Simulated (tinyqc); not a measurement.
## Schottky barrier on an n-type semiconductor with a doping step, non-linear Poisson equation by Newton steps: Capacitance-voltage profiling

One dimension, metal at x = 0, donor density C(x) = N1 for x < x1 and Nd beyond. Energies are counted from the electron Fermi level of the semiconductor and the conduction-band edge is Ec = -psi, so n = Nc exp(psi/Vt); holes follow the Fermi level of the metal, at -V, so p = Nv exp((V - psi - Eg)/Vt). Ends: psi(0) = V - phiB and psi = Vt ln(Nd/Nc) deep inside. Boltzmann statistics, full ionisation, no current, no image force in the Poisson equation.

The Poisson equation d/dx(eps0 eps_r dpsi/dx) = -q (p - n + C) is solved on a mesh of about 1000 nodes or more that ends in neutral material. C_s = q d/dV of the integral of n over x, from the linearised equation. Probed depth w = eps0 eps_r/C_s; apparent doping N_app = C_s^3/(q eps0 eps_r dC_s/dV), the derivative by central differences over +/- 0.02 V.

Parameters, values chosen for the exercise; band and dielectric values close to those of gallium phosphide:

| symbol | value | unit | meaning |
|---|---|---|---|
| T | 300 | K | temperature |
| Eg | 2.23 | eV | band gap |
| eps_r | 11.1 |  | relative permittivity |
| Nc | 1.77e19 | cm^-3 | conduction-band density of states at T |
| Nv | 1.93e19 | cm^-3 | valence-band density of states at T |
| Nd | 4.3e15 | cm^-3 | donor density deep in the semiconductor |
| phiB | 1.13 | eV | barrier height |
| x1 | 480 | nm | depth of the doping step |
| N1 | 2.2e14 | cm^-3 | donor density above the step |

Constants: q = 1.602176634e-19 C, kB = 1.380649e-23 J/K, Vt = kB T/q, eps0 = 8.8541878128e-14 F/cm where lengths are in cm. Results are converted to the units shown.

The same in every row: true C(w) (cm^-3) = 4.30e15.

Results:

| V (V) | C_s (nF/cm^2) | w (nm) | N_app (cm^-3) | \|E_0\| (kV/cm) |
|---|---|---|---|---|
| 0 | 14.3 | 687 | 4.29e15 | 16.2 |
| -0.56 | 12.4 | 795 | 4.30e15 | 23.8 |
| -1.11 | 11.1 | 888 | 4.30e15 | 30.3 |
| -1.67 | 10.1 | 974 | 4.30e15 | 36.4 |
| -2.78 | 8.74 | 1.12e3 | 4.30e15 | 46.9 |
| -3.33 | 8.24 | 1.19e3 | 4.30e15 | 51.7 |
| -3.89 | 7.81 | 1.26e3 | 4.30e15 | 56.2 |
| -4.44 | 7.45 | 1.32e3 | 4.30e15 | 60.5 |
| -5 | 7.13 | 1.38e3 | 4.30e15 | 64.7 |

Estimate the missing row, V = -2.22 V.

Computed row:

| V (V) | C_s (nF/cm^2) | w (nm) | N_app (cm^-3) | \|E_0\| (kV/cm) |
|---|---|---|---|---|
| -2.22 | 9.35 | 1.05e3 | 4.30e15 | 41.8 |

With this row back in the table: C_s falls from 14.3 to 7.13 nF/cm^2 while the probed depth goes from 687 to 1380 nm. The apparent doping stays near 4.30e15 cm^-3. It departs most from the true doping at that depth for V = 0 V, where it is 0.14 % below it; so the doping is read well over the depths probed. The step lies inside the layer that is depleted at zero bias and is not seen.

Computed by the program tinyqc: `OMP_NUM_THREADS=1 python tinyqc.py 2020002 2020003 out.jsonl`, one thread of a shared Intel Xeon 2.30GHz, about 0.09 s for the whole run.
